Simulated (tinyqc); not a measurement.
Electroplating on a thin resistive seed layer: kinetics, Wagner number and the terminal effect across a wafer: one step, computed by the program tinyqc. Command: `OMP_NUM_THREADS=1 python tinyqc.py 3120457 3120458 out.jsonl terminal walk`. One thread of a shared host (Intel(R) Xeon(R) Processor @ 2.30GHz), about 0.02 s of CPU time with the checks.

Current enters the seed at the rim. The bath is treated as a local resistance per area (no lateral flow in the liquid), two electrons per ion, molar volume 7.11 cm^3/mol, Faraday constant F = e N_A, kinematic viscosity 0.01 cm^2/s, omega = 2 pi x rpm/60; k_B T/e is in volts.

Problem. Rate, limit and resistances. Growth rate = i V_m/(2 F). Levich limit i_L = 0.62 x 2 F D^(2/3) omega^(1/2) nu^(-1/6) c. Tafel overpotential eta = (k_B T/(alpha e)) ln(i/i_0); kinetic resistance k_B T/(alpha e i); bath resistance h/kappa + plate; R_s = resistivity/t; Wagner number = kinetic resistance x kappa/R.

Inputs (values chosen for the exercise, of the order of those for copper plating from an acid sulfate bath):
```
quantity                               value         unit
wafer radius R                            15           cm
seed thickness t                          19           nm
seed resistivity                          20  microohm cm
bath conductivity kappa                 0.14         S/cm
gap to the anode h                       4.2           cm
extra resistance of a porous plate       290     ohm cm^2
exchange current density i_0            0.04      mA/cm^2
cathodic transfer coefficient alpha     0.62            -
mean current density                      15      mA/cm^2
diffusivity of the metal ion         6.8e-06       cm^2/s
metal ion concentration                 0.38        mol/L
rotation rate                             30          rpm
temperature T                            298            K
```

Constants: e = 1.602176634e-19 C; N_A = 6.02214076e+23 1/mol; k_B = 8.617333262e-05 eV/K.

Give: growth rate; limiting current i_L; overpotential; kinetic resistance; bath resistance R_b; sheet resistance R_s; Wagner number.

Solution.

growth rate = 331.60 nm/min

limiting current i_L = 62.313 mA/cm^2

overpotential = 245.49 mV

kinetic resistance = 2.7613 ohm cm^2

bath resistance R_b = 320 ohm cm^2

sheet resistance R_s = 10.526 ohm/square

Wagner number = 0.025772
